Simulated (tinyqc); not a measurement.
# Worked calculation: electron mobility in a silicon inversion layer, empirical terms and Matthiessen rule

tinyqc, about 0.01 s, one thread, Intel Xeon 2.30GHz (shared host): `OMP_NUM_THREADS=1 python tinyqc.py 2510003 2510004 out.jsonl` Printed values are rounded.

Inversion layer of sheet density Ns on a uniformly doped body. The mobility terms are empirical power laws with prefactors chosen for the exercise; adding their inverses (Matthiessen) is itself an approximation.

Parameters, values chosen for the exercise; material values close to those of silicon: temperature T = 293 K; band gap Eg = 1.1 eV; relative permittivity of the semiconductor eps_r = 11.6; conduction-band density of states at T Nc = 2.66e19 cm^-3; valence-band density of states at T Nv = 2.58e19 cm^-3; body doping Nb = 7.2e17 cm^-3; reverse body bias Vsb = 0 V; weight of the inversion charge in the effective field eta = 0.5; gate capacitance Cox = 1.58 uF/cm^2; phonon-limited mobility at 1 MV/cm and 300 K Ap = 401 cm^2/(V s); roughness-limited mobility at 1 MV/cm As = 1230 cm^2/(V s); exponent of the roughness term gs = 2; Coulomb prefactor Ac = 3800 cm^2/(V s); charge at the interface Nit = 3.6e11 cm^-2; inversion density Ns = 9.3e11 cm^-2; ratio W/L WL = 20; drain voltage Vd = 0.05 V; measured linear current I = 28.2 uA.

Constants: q = 1.602176634e-19 C, kB = 1.380649e-23 J/K, Vt = kB T/q, eps0 = 8.8541878128e-14 F/cm where lengths are in cm. Results are converted to the units shown.

## Depletion charge and effective field

ni = sqrt(Nc Nv) exp(-Eg/(2 Vt)), Eg in volts; Ndep = sqrt(2 eps0 eps_r Nb (2 Vt ln(Nb/ni) + Vsb)/q); E = q (Ndep + eta Ns)/(eps0 eps_r), in MV/cm.

ni = 9.07645e9 cm^-3
Ndep = 2.91186e12 cm^-2
E = 0.526764 MV/cm

The depletion charge gives 86.2 % of the field.

## Mobility terms and their sum

With t = T/(300 K): muC = Ac (Ns/1e12 cm^-2) t/(Nb/1e17 cm^-3 + Nit/1e11 cm^-2), muP = Ap E^(-1/3) t^(-1.75), muS = As E^(-gs); 1/mu is the sum of the inverses.

terms (cm^2/(V s)): Coulomb 319.587, phonon 517.467, roughness 4432.74
mu = 189.139 cm^2/(V s)
shares of 1/mu (%): Coulomb 59.1823, phonon 36.5509, roughness 4.26686

The Coulomb term limits most.

## Iteration 1: inversion density for the measured current

Ns at the start = 1.4e12 cm^-2

I = (W/L) q Ns mu Vd. E = q (Ndep + eta Ns)/(eps0 eps_r) in MV/cm. With t = T/(300 K): muC = Ac (Ns/1e12 cm^-2) t/(Nb/1e17 cm^-3 + Nit/1e11 cm^-2), muP = Ap E^(-1/3) t^(-1.75), muS = As E^(-gs); 1/mu is the sum of the inverses. Ns(new) = I/((W/L) q mu Vd).

E = 0.563423 MV/cm
mu = 231.858 cm^2/(V s)
Ns after iteration 1 = 7.59129e11 cm^-2

## Iteration 2: inversion density for the measured current

As before.

E = 0.513437 MV/cm
mu = 167.681 cm^2/(V s)
Ns after iteration 2 = 1.04968e12 cm^-2

## Course of the iteration: inversion density for the measured current

Stop when Ns changes by less than 1e5 cm^-2, or after 120 iterations.

Course of the iteration:
```
iteration,Ns (cm^-2),|change| (cm^-2)
1,7.59129e11,6.41e11
2,1.04968e12,2.91e11
3,8.71214e11,1.78e11
4,9.66073e11,9.49e10
5,9.11054e11,5.50e10
6,9.41501e11,3.04e10
7,9.24190e11,1.73e10
8,9.33886e11,9.70e9
9,9.28409e11,5.48e9
...,...,...
21,9.30375e11,5.57e6
22,9.30378e11,3.14e6
23,9.30376e11,1.77e6
24,9.30377e11,9.95e5
25,9.30377e11,5.60e5
26,9.30377e11,3.15e5
27,9.30377e11,1.78e5
28,9.30377e11,1.00e5
29,9.30377e11,5.64e4
```

Converged in 29 iterations. At the end each change is about 0.56 times the one before, with alternating sign: linear convergence.

## Split C-V extraction

```
point,Vg (V),Cgc (uF/cm^2),I (uA)
0,0,5.55793e-5,5.29848e-9
1,0.1,0.00190622,6.23852e-6
2,0.2,0.0629239,0.00701697
3,0.3,0.928244,2.86052
4,0.4,1.54834,36.0007
5,0.5,1.57906,88.5099
6,0.6,1.57997,141.597
7,0.7,1.58000,190.865
8,0.8,1.58000,235.290
9,0.9,1.58000,274.812
10,1,1.58000,309.696
11,1.1,1.58,340.309
12,1.2,1.58,367.043
```

Q(Vg) is the trapezoid sum of Cgc from the first point (where Q is taken as 0); mu_eff = I/((W/L) Q Vd); mu_FE = (dI/dVg)/((W/L) Cox Vd) with a backward difference. Listed from point 4 on.

```
point,Q (uC/cm^2),mu_eff (cm^2/(V s)),mu_FE (cm^2/(V s))
4,0.176727,203.708,209.748
5,0.333097,265.718,332.337
6,0.491049,288.356,335.994
7,0.649047,294.069,311.822
8,0.807047,291.544,281.172
9,0.965047,284.766,250.142
10,1.12305,275.764,220.781
11,1.28105,265.649,193.754
12,1.43905,255.060,169.204
```

At the last point mu_FE is 34 % below mu_eff: where the mobility falls with gate voltage the slope of I understates it.
